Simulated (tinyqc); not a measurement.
Tersoff bond-order potential: one step, computed by the program tinyqc. Command: `OMP_NUM_THREADS=1 python tinyqc.py 3004723 3004724 out.jsonl tersoff walk`. One thread of a shared host (Intel(R) Xeon(R) Processor @ 2.30GHz), about 0.01 s of CPU time with the checks.

E = (1/2) sum_(i, j != i) [A exp(-lambda r_ij) - b_ij B exp(-mu r_ij)], b_ij = (1 + (beta zeta_ij)^n)^(-1/(2n)), zeta_ij = sum_(k != i, j) g(theta_ijk), g = 1 + c^2/d^2 - c^2/(d^2 + (h - cos theta)^2), with theta at atom i. Only nearest neighbours count (cut-off function 1 for them, 0 beyond).

Problem. An open trimer. Atom 1 binds atoms 2 and 3, which do not interact. b_12 = b_13 follow from zeta = g(theta); b_21 = b_31 = 1. E = sum over the two bonds of A exp(-lambda r) - (b + 1)/2 B exp(-mu r).

Inputs (values chosen for the exercise, modelled on silicon): A = 1823 eV; B = 476.27 eV; lambda = 2.4799 1/angstrom; mu = 1.7322 1/angstrom; beta = 1.07e-06; n = 0.7916; c = 98220; d = 16.31; h = -0.6109; bond length r_12 = 2.48 angstrom; bond length r_13 = 2.24 angstrom; angle theta at atom 1 = 106 degrees.

Give: g(theta); bond order b_12; repulsive terms; attractive terms B exp(-mu r); energy of the trimer.

Solution.

g(theta) = 15318

bond order b_12 = 0.9764

repulsive terms (eV): [3.889, 7.052]

attractive terms B exp(-mu r) (eV): [6.489, 9.834]

energy of the trimer = -5.190 eV

g is least (g = 1) at cos theta = h, 127.7 degrees, wider than the tetrahedral 109.47.
